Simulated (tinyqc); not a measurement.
Inside a calculation (part 1 of 2). Method: RHF in the sto-6g basis, for BeH2, spin multiplicity 1. Computed by tinyqc, a small Python program that keeps every step (integrals from PySCF). Settings: charge = 0, multiplicity = 1, basis = sto-6g, energy threshold = 1e-08, iteration cap = 63, orthogonalisation = symmetric, start = core, DIIS depth = 8, method = RHF. Command: `OMP_NUM_THREADS=1 python tinyqc.py 26813 26814 out.jsonl` (the two numbers bound the seeds that draw the settings). One thread of a shared host (Intel(R) Xeon(R) Processor @ 2.60GHz), about 0.1 s of CPU time with the checks. Later iterations appear only in the table of the cycle.

## One-electron integrals

Geometry (angstrom):
```
atom        x         y        z
Be    0.00000   0.00000  0.00000
H     0.00000   1.45900  0.13100
H     0.00000  -1.50100  0.13400
```

Basis sto-6g: exponents (1/bohr^2) and contraction coefficients of normalised primitives:
```
element  l (shell)   exponent  coefficient
Be           s (1)  312.87049      0.00916
Be           s (1)   57.36446      0.04936
Be           s (1)   16.04851      0.16854
Be           s (1)    5.51310      0.37056
Be           s (1)    2.14090      0.41649
Be           s (1)    0.88174      0.13033
Be           s (2)   13.63325     -0.01325
Be           s (2)    2.69838     -0.04699
Be           s (2)    0.83865     -0.03379
Be           s (2)    0.32266      0.25024
Be           s (2)    0.14013      0.59512
Be           s (2)    0.06423      0.24071
Be           p (3)   13.63325      0.00376
Be           p (3)    2.69838      0.03768
Be           p (3)    0.83865      0.17390
Be           p (3)    0.32266      0.41804
Be           p (3)    0.14013      0.42586
Be           p (3)    0.06423      0.10171
H            s (1)   35.52322      0.00916
H            s (1)    6.51314      0.04936
H            s (1)    1.82214      0.16854
H            s (1)    0.62596      0.37056
H            s (1)    0.24308      0.41649
H            s (1)    0.10011      0.13033
```

Overlap, kinetic and nuclear-attraction integrals over the contracted functions; the nuclear repulsion is the sum of Za Zb / Rab.

nuclear repulsion = 3.0283703 hartree

overlap S:
```
          1Be 1s   1Be 2s  1Be 2px   1Be 2py  1Be 2pz    2H 1s     3H 1s
1Be 1s   1.00000  0.25476  0.00000   0.00000  0.00000  0.05464   0.04974
1Be 2s   0.25476  1.00000  0.00000   0.00000  0.00000  0.41140   0.39531
1Be 2px  0.00000  0.00000  1.00000   0.00000  0.00000  0.00000   0.00000
1Be 2py  0.00000  0.00000  0.00000   1.00000  0.00000  0.48571  -0.47227
1Be 2pz  0.00000  0.00000  0.00000   0.00000  1.00000  0.04361   0.04216
2H 1s    0.05464  0.41140  0.00000   0.48571  0.04361  1.00000   0.02331
3H 1s    0.04974  0.39531  0.00000  -0.47227  0.04216  0.02331   1.00000
```

kinetic energy T (hartree):
```
           1Be 1s    1Be 2s  1Be 2px   1Be 2py  1Be 2pz     2H 1s     3H 1s
1Be 1s    6.76875  -0.20738  0.00000   0.00000  0.00000  -0.01354  -0.01312
1Be 2s   -0.20738   0.22012  0.00000   0.00000  0.00000   0.05132   0.04600
1Be 2px   0.00000   0.00000  0.66127   0.00000  0.00000   0.00000   0.00000
1Be 2py   0.00000   0.00000  0.00000   0.66127  0.00000   0.15373  -0.14182
1Be 2pz   0.00000   0.00000  0.00000   0.00000  0.66127   0.01380   0.01266
2H 1s    -0.01354   0.05132  0.00000   0.15373  0.01380   0.76852  -0.00600
3H 1s    -0.01312   0.04600  0.00000  -0.14182  0.01266  -0.00600   0.76852
```

nuclear attraction V (hartree):
```
            1Be 1s    1Be 2s   1Be 2px   1Be 2py   1Be 2pz     2H 1s     3H 1s
1Be 1s   -15.42719  -1.83222   0.00000  -0.00087  -0.00275  -0.42845  -0.38896
1Be 2s    -1.83222  -2.98170   0.00000  -0.00471  -0.02340  -1.15834  -1.09833
1Be 2px    0.00000   0.00000  -2.91507   0.00000   0.00000   0.00000   0.00000
1Be 2py   -0.00087  -0.00471   0.00000  -3.11312  -0.00045  -1.34086   1.28505
1Be 2pz   -0.00275  -0.02340   0.00000  -0.00045  -2.91665  -0.12268  -0.11691
2H 1s     -0.42845  -1.15834   0.00000  -1.34086  -0.12268  -2.85663  -0.07333
3H 1s     -0.38896  -1.09833   0.00000   1.28505  -0.11691  -0.07333  -2.81750
```

core Hamiltonian H = T + V (hartree):
```
           1Be 1s    1Be 2s   1Be 2px   1Be 2py   1Be 2pz     2H 1s     3H 1s
1Be 1s   -8.65844  -2.03961   0.00000  -0.00087  -0.00275  -0.44199  -0.40207
1Be 2s   -2.03961  -2.76158   0.00000  -0.00471  -0.02340  -1.10701  -1.05233
1Be 2px   0.00000   0.00000  -2.25380   0.00000   0.00000   0.00000   0.00000
1Be 2py  -0.00087  -0.00471   0.00000  -2.45185  -0.00045  -1.18714   1.14324
1Be 2pz  -0.00275  -0.02340   0.00000  -0.00045  -2.25539  -0.10887  -0.10425
2H 1s    -0.44199  -1.10701   0.00000  -1.18714  -0.10887  -2.08811  -0.07932
3H 1s    -0.40207  -1.05233   0.00000   1.14324  -0.10425  -0.07932  -2.04897
```

## Two-electron integrals

Functions are numbered as in S; the eight-fold symmetry (ij|kl) = (ji|kl) = (kl|ij) leaves the list below.

Two-electron integrals (ij|kl) in chemists' order, unique and non-zero (hartree):
```
(11|11) 2.30000     (21|11) 0.36188     (21|21) 0.07193     (22|11) 0.57033
(22|21) 0.13965     (22|22) 0.41777     (31|31) 0.01525     (32|31) 0.02255
(32|32) 0.09234     (33|11) 0.57033     (33|21) 0.13965     (33|22) 0.41777
(33|33) 0.45012     (41|41) 0.01525     (42|41) 0.02255     (42|42) 0.09234
(43|43) 0.02426     (44|11) 0.57033     (44|21) 0.13965     (44|22) 0.41777
(44|33) 0.40160     (44|44) 0.45012     (51|51) 0.01525     (52|51) 0.02255
(52|52) 0.09234     (53|53) 0.02426     (54|54) 0.02426     (55|11) 0.57033
(55|21) 0.13965     (55|22) 0.41777     (55|33) 0.40160     (55|44) 0.40160
(55|55) 0.45012     (61|11) 0.07971     (61|21) 0.01539     (61|22) 0.02976
(61|33) 0.02952     (61|41) 0.00152     (61|42) 0.00294     (61|44) 0.03025
(61|51) 0.00014     (61|52) 0.00026     (61|54) 0.00007     (61|55) 0.02952
(61|61) 0.00348     (62|11) 0.19215     (62|21) 0.04780     (62|22) 0.15574
(62|33) 0.14986     (62|41) 0.00664     (62|42) 0.03915     (62|44) 0.16736
(62|51) 0.00060     (62|52) 0.00351     (62|54) 0.00157     (62|55) 0.15000
(62|61) 0.01131     (62|62) 0.08663     (63|31) 0.00460     (63|32) 0.02096
(63|43) 0.00678     (63|53) 0.00061     (63|63) 0.00792     (64|11) 0.20612
(64|21) 0.05193     (64|22) 0.17676     (64|33) 0.16638     (64|41) 0.01073
(64|42) 0.06093     (64|44) 0.19739     (64|51) 0.00055     (64|52) 0.00359
(64|54) 0.00218     (64|55) 0.16652     (64|61) 0.01289     (64|62) 0.11185
(64|64) 0.14912     (65|11) 0.01851     (65|21) 0.00466     (65|22) 0.01587
(65|33) 0.01494     (65|41) 0.00055     (65|42) 0.00359     (65|44) 0.01651
(65|51) 0.00465     (65|52) 0.02128     (65|54) 0.00692     (65|55) 0.01617
(65|61) 0.00116     (65|62) 0.01004     (65|64) 0.01268     (65|65) 0.00906
(66|11) 0.35924     (66|21) 0.09118     (66|22) 0.33171     (66|33) 0.30781
(66|41) 0.01486     (66|42) 0.11264     (66|44) 0.37892     (66|51) 0.00133
(66|52) 0.01011     (66|54) 0.00638     (66|55) 0.30839     (66|61) 0.02232
(66|62) 0.23477     (66|64) 0.32170     (66|65) 0.02888     (66|66) 0.77500
(71|11) 0.07242     (71|21) 0.01399     (71|22) 0.02708     (71|33) 0.02686
(71|41) -0.00138    (71|42) -0.00269    (71|44) 0.02752     (71|51) 0.00012
(71|52) 0.00024     (71|54) -0.00006    (71|55) 0.02686     (71|61) 0.00287
(71|62) 0.00853     (71|64) 0.00890     (71|65) 0.00088     (71|66) 0.01605
(71|71) 0.00288     (72|11) 0.18155     (72|21) 0.04520     (72|22) 0.14811
(72|33) 0.14244     (72|41) -0.00627    (72|42) -0.03751    (72|44) 0.15932
(72|51) 0.00056     (72|52) 0.00335     (72|54) -0.00151    (72|55) 0.14257
(72|61) 0.00886     (72|62) 0.04279     (72|64) 0.04425     (72|65) 0.00489
(72|66) 0.08556     (72|71) 0.00974     (72|72) 0.07957     (73|31) 0.00426
(73|32) 0.01962     (73|43) -0.00643    (73|53) 0.00057     (73|63) 0.00303
(73|73) 0.00709     (74|11) -0.19712    (74|21) -0.04968    (74|22) -0.17000
(74|33) -0.16002    (74|41) 0.01010     (74|42) 0.05830     (74|44) -0.18983
(74|51) -0.00052    (74|52) -0.00345    (74|54) 0.00209     (74|55) -0.16015
(74|61) -0.00938    (74|62) -0.04493    (74|64) -0.04477    (74|65) -0.00505
(74|66) -0.08865    (74|71) -0.01121    (74|72) -0.10374    (74|74) 0.13937
(75|11) 0.01760     (75|21) 0.00444     (75|22) 0.01518     (75|33) 0.01429
(75|41) -0.00052    (75|42) -0.00345    (75|44) 0.01580     (75|51) 0.00430
(75|52) 0.01993     (75|54) -0.00656    (75|55) 0.01544     (75|61) 0.00092
(75|62) 0.00490     (75|64) 0.00500     (75|65) 0.00358     (75|66) 0.01001
(75|71) 0.00100     (75|72) 0.00926     (75|74) -0.01181    (75|75) 0.00815
(76|11) 0.01328     (76|21) 0.00322     (76|22) 0.00966     (76|33) 0.00946
(76|41) -4.84e-06   (76|42) -3.63e-05   (76|44) 0.01003     (76|51) 0.00008
(76|52) 0.00037     (76|54) -2.01e-06   (76|55) 0.00949     (76|61) 0.00069
(76|62) 0.00379     (76|64) 0.00441     (76|65) 0.00048     (76|66) 0.00858
(76|71) 0.00063     (76|72) 0.00365     (76|74) -0.00431    (76|75) 0.00046
(76|76) 0.00023     (77|11) 0.34952     (77|21) 0.08876     (77|22) 0.32520
(77|33) 0.30188     (77|41) -0.01416    (77|42) -0.10987    (77|44) 0.37127
(77|51) 0.00126     (77|52) 0.00981     (77|54) -0.00619    (77|55) 0.30244
(77|61) 0.01720     (77|62) 0.08847     (77|64) 0.09036     (77|65) 0.01031
(77|66) 0.17876     (77|71) 0.01975     (77|72) 0.22409     (77|74) -0.30963
(77|75) 0.02764     (77|76) 0.00858     (77|77) 0.77500
```

## Orthogonalisation

S = U s U^T; symmetric (Loewdin) form X = U s^(-1/2) U^T, so that X^T S X = 1.

eigenvalues of S: 0.30986  0.40827  0.93946  1.00000  1.00998  1.65552  1.67690

X:
```
           1Be 1s    1Be 2s  1Be 2px   1Be 2py   1Be 2pz     2H 1s     3H 1s
1Be 1s    1.02728  -0.14799  0.00000  -0.00019  -0.00157   0.01832   0.01880
1Be 2s   -0.14799   1.19180  0.00000   0.01050   0.01729  -0.26736  -0.24799
1Be 2px   0.00000   0.00000  1.00000   0.00000   0.00000   0.00000   0.00000
1Be 2py  -0.00019   0.01050  0.00000   1.27570   0.00103  -0.36889   0.35180
1Be 2pz  -0.00157   0.01729  0.00000   0.00103   1.00180  -0.02783  -0.02597
2H 1s     0.01832  -0.26736  0.00000  -0.36889  -0.02783   1.23085  -0.07271
3H 1s     0.01880  -0.24799  0.00000   0.35180  -0.02597  -0.07271   1.21026
```

## Starting guess

The start is the orbitals of the core Hamiltonian; D = 2 C_occ C_occ^T.

D at the start:
```
           1Be 1s    1Be 2s  1Be 2px   1Be 2py   1Be 2pz     2H 1s     3H 1s
1Be 1s    2.13388  -0.50961  0.00000   0.00526  -0.05393  -0.01761  -0.01031
1Be 2s   -0.50961   1.87057  0.00000  -0.02927   0.22663   0.14571   0.11275
1Be 2px   0.00000   0.00000  0.00000   0.00000   0.00000   0.00000   0.00000
1Be 2py   0.00526  -0.02927  0.00000   2.09032  -0.00516  -0.03545   0.06181
1Be 2pz  -0.05393   0.22663  0.00000  -0.00516   0.02749   0.01777   0.01369
2H 1s    -0.01761   0.14571  0.00000  -0.03545   0.01777   0.01212   0.00800
3H 1s    -0.01031   0.11275  0.00000   0.06181   0.01369   0.00800   0.00894
```

## Iteration 1: building the Fock matrix

J_ij = sum D_kl (ij|kl), K_ij = sum D_kl (ik|jl); F = H + J - 0.5 K; E = tr D H + tr D J / 2 - 0.25 tr D K + E_nn.

Coulomb J (hartree):
```
           1Be 1s   1Be 2s  1Be 2px   1Be 2py  1Be 2pz    2H 1s     3H 1s
1Be 1s    6.87627  1.27160  0.00000  -0.00012  0.00908  0.27761   0.25240
1Be 2s    1.27160  2.79261  0.00000   0.00104  0.04202  1.03089   0.97639
1Be 2px   0.00000  0.00000  2.75679   0.00000  0.00000  0.00000   0.00000
1Be 2py  -0.00012  0.00104  0.00000   2.86278  0.00006  1.16404  -1.11396
1Be 2pz   0.00908  0.04202  0.00000   0.00006  2.75826  0.11156   0.10608
2H 1s     0.27761  1.03089  0.00000   1.16404  0.11156  2.15786   0.06577
3H 1s     0.25240  0.97639  0.00000  -1.11396  0.10608  0.06577   2.09968
```

exchange K (hartree):
```
           1Be 1s    1Be 2s  1Be 2px   1Be 2py   1Be 2pz    2H 1s     3H 1s
1Be 1s    4.70911   0.76718  0.00000  -0.00026   0.00693  0.18559   0.16955
1Be 2s    0.76718   1.05960  0.00000  -0.00067   0.11669  0.47436   0.44584
1Be 2px   0.00000   0.00000  0.24291   0.00000   0.00000  0.00000   0.00000
1Be 2py  -0.00026  -0.00067  0.00000   1.11916  -0.00065  0.48878  -0.45980
1Be 2pz   0.00693   0.11669  0.00000  -0.00065   0.25574  0.05672   0.05382
2H 1s     0.18559   0.47436  0.00000   0.48878   0.05672  0.52456   0.01913
3H 1s     0.16955   0.44584  0.00000  -0.45980   0.05382  0.01913   0.46781
```

Fock matrix F (hartree):
```
           1Be 1s    1Be 2s  1Be 2px   1Be 2py   1Be 2pz     2H 1s     3H 1s
1Be 1s   -4.13672  -1.15160  0.00000  -0.00085   0.00286  -0.25718  -0.23444
1Be 2s   -1.15160  -0.49877  0.00000  -0.00334  -0.03972  -0.31330  -0.29886
1Be 2px   0.00000   0.00000  0.38154   0.00000   0.00000   0.00000   0.00000
1Be 2py  -0.00085  -0.00334  0.00000  -0.14866  -0.00007  -0.26749   0.25918
1Be 2pz   0.00286  -0.03972  0.00000  -0.00007   0.37500  -0.02568  -0.02509
2H 1s    -0.25718  -0.31330  0.00000  -0.26749  -0.02568  -0.19252  -0.02312
3H 1s    -0.23444  -0.29886  0.00000   0.25918  -0.02509  -0.02312  -0.18320
```

total energy of this density = -15.0352331 hartree

## Iteration 1: diagonalisation and new density

Diagonalise F' = X^T F X, C = X C', fill 3 alpha and 3 beta electrons from the bottom; D = 2 C_occ C_occ^T. Each column has its largest component positive (the first on a tie).

F' = X^T F X (hartree):
```
          1         2        3         4         5         6         7
1  -4.04185  -0.62127  0.00000  -0.00021   0.00572  -0.03368  -0.02584
2  -0.62127  -0.08318  0.00000   0.00927  -0.01709  -0.26703  -0.24775
3   0.00000   0.00000  0.38154   0.00000   0.00000   0.00000   0.00000
4  -0.00021   0.00927  0.00000   0.19968   0.00134  -0.36676   0.34895
5   0.00572  -0.01709  0.00000   0.00134   0.37783  -0.03160  -0.02964
6  -0.03368  -0.26703  0.00000  -0.36676  -0.03160   0.10663  -0.07907
7  -0.02584  -0.24775  0.00000   0.34895  -0.02964  -0.07907   0.08923
```

orbital energies (hartree): MO1 -4.13934, MO2 -0.33995, MO3 -0.31729, MO4 0.35532, MO5 0.38154, MO6 0.39357, MO7 0.69602

coefficients C:
```
              MO1       MO2       MO3       MO4      MO5       MO6       MO7
1Be 1s    0.99275  -0.21101   0.03256  -0.18146  0.00000  -0.11693  -0.01309
1Be 2s    0.02808   0.58794  -0.09764   0.90235  0.00000   0.63024   0.09086
1Be 2px   0.00000   0.00000   0.00000   0.00000  1.00000   0.00000   0.00000
1Be 2py   0.00025   0.08290   0.52099  -0.04912  0.00000  -0.04964   1.26657
1Be 2pz  -0.00024   0.04504  -0.00774  -0.55583  0.00000   0.83314   0.01423
2H 1s    -0.00215   0.44383   0.33439  -0.54862  0.00000  -0.44889  -0.95795
3H 1s    -0.00217   0.31802  -0.45950  -0.61678  0.00000  -0.51845   0.83356
```

D after iteration 1:
```
           1Be 1s    1Be 2s  1Be 2px   1Be 2py   1Be 2pz     2H 1s     3H 1s
1Be 1s    2.06226  -0.19873  0.00000  -0.00056  -0.01998  -0.16980  -0.16845
1Be 2s   -0.19873   0.71198  0.00000  -0.00424   0.05446   0.45647   0.46356
1Be 2px   0.00000   0.00000  0.00000   0.00000   0.00000   0.00000   0.00000
1Be 2py  -0.00056  -0.00424  0.00000   0.55661  -0.00060   0.42202  -0.42607
1Be 2pz  -0.01998   0.05446  0.00000  -0.00060   0.00418   0.03480   0.03576
2H 1s    -0.16980   0.45647  0.00000   0.42202   0.03480   0.61762  -0.02500
3H 1s    -0.16845   0.46356  0.00000  -0.42607   0.03576  -0.02500   0.62457
```

## Iteration 2: building the Fock matrix

As before.

Coulomb J (hartree):
```
          1Be 1s   1Be 2s  1Be 2px   1Be 2py  1Be 2pz    2H 1s     3H 1s
1Be 1s   6.40152  1.16946  0.00000   0.00078  0.00597  0.25633   0.23284
1Be 2s   1.16946  2.61640  0.00000   0.00276  0.03653  1.02780   0.97774
1Be 2px  0.00000  0.00000  2.55016   0.00000  0.00000  0.00000   0.00000
1Be 2py  0.00078  0.00276  0.00000   2.74733  0.00015  1.19661  -1.15088
1Be 2pz  0.00597  0.03653  0.00000   0.00015  2.55171  0.11212   0.10718
2H 1s    0.25633  1.02780  0.00000   1.19661  0.11212  2.37337   0.06315
3H 1s    0.23284  0.97774  0.00000  -1.15088  0.10718  0.06315   2.33978
```

exchange K (hartree):
```
           1Be 1s   1Be 2s  1Be 2px   1Be 2py   1Be 2pz    2H 1s     3H 1s
1Be 1s    4.64095  0.75202  0.00000   0.00017  -0.00050  0.17243   0.15694
1Be 2s    0.75202  0.85663  0.00000   0.00752   0.06804  0.57888   0.56018
1Be 2px   0.00000  0.00000  0.15661   0.00000   0.00000  0.00000   0.00000
1Be 2py   0.00017  0.00752  0.00000   0.95154   0.00060  0.65299  -0.63626
1Be 2pz  -0.00050  0.06804  0.00000   0.00060   0.16265  0.05876   0.05714
2H 1s     0.17243  0.57888  0.00000   0.65299   0.05876  1.10568   0.02088
3H 1s     0.15694  0.56018  0.00000  -0.63626   0.05714  0.02088   1.08839
```

Fock matrix F (hartree):
```
           1Be 1s    1Be 2s  1Be 2px   1Be 2py   1Be 2pz     2H 1s     3H 1s
1Be 1s   -4.57739  -1.24616  0.00000  -0.00017   0.00347  -0.27188  -0.24770
1Be 2s   -1.24616  -0.57350  0.00000  -0.00571  -0.02089  -0.36866  -0.35468
1Be 2px   0.00000   0.00000  0.21805   0.00000   0.00000   0.00000   0.00000
1Be 2py  -0.00017  -0.00571  0.00000  -0.18030  -0.00060  -0.31702   0.31048
1Be 2pz   0.00347  -0.02089  0.00000  -0.00060   0.21500  -0.02614  -0.02564
2H 1s    -0.27188  -0.36866  0.00000  -0.31702  -0.02614  -0.26758  -0.02662
3H 1s    -0.24770  -0.35468  0.00000   0.31048  -0.02564  -0.02662  -0.25339
```

total energy of this density = -15.6954101 hartree

## Iteration 2: DIIS over 2 matrices

error matrix X^T (FDS - SDF) X:
```
          1         2        3         4         5        6         7
1   0.00000  -0.01719  0.00000  -0.00016   0.00395  0.01012   0.00978
2   0.01719   0.00000  0.00000  -0.00022  -0.01412  0.01810   0.01781
3   0.00000   0.00000  0.00000   0.00000   0.00000  0.00000   0.00000
4   0.00016   0.00022  0.00000   0.00000   0.00023  0.03538  -0.03524
5  -0.00395   0.01412  0.00000  -0.00023   0.00000  0.01136   0.01166
6  -0.01012  -0.01810  0.00000  -0.03538  -0.01136  0.00000  -0.00019
7  -0.00978  -0.01781  0.00000   0.03524  -0.01166  0.00019   0.00000
```

B (overlaps of the stored error matrices):
```
               1              2
1  1.7987885e+00  9.7841812e-02
2  9.7841812e-02  8.2249092e-03
```

Minimise |sum c_i e_i|^2 with sum c_i = 1: solve [B -1; -1 0][c; lambda] = [0; -1] with B_ij = tr e_i^T e_j, and take F = sum c_i F_i.

DIIS coefficients: -0.05562  1.05562

extrapolated F (hartree):
```
           1Be 1s    1Be 2s  1Be 2px   1Be 2py   1Be 2pz     2H 1s     3H 1s
1Be 1s   -4.60189  -1.25142  0.00000  -0.00013   0.00350  -0.27270  -0.24844
1Be 2s   -1.25142  -0.57766  0.00000  -0.00584  -0.01985  -0.37173  -0.35779
1Be 2px   0.00000   0.00000  0.20896   0.00000   0.00000   0.00000   0.00000
1Be 2py  -0.00013  -0.00584  0.00000  -0.18206  -0.00063  -0.31977   0.31334
1Be 2pz   0.00350  -0.01985  0.00000  -0.00063   0.20610  -0.02616  -0.02567
2H 1s    -0.27270  -0.37173  0.00000  -0.31977  -0.02616  -0.27175  -0.02681
3H 1s    -0.24844  -0.35779  0.00000   0.31334  -0.02567  -0.02681  -0.25729
```
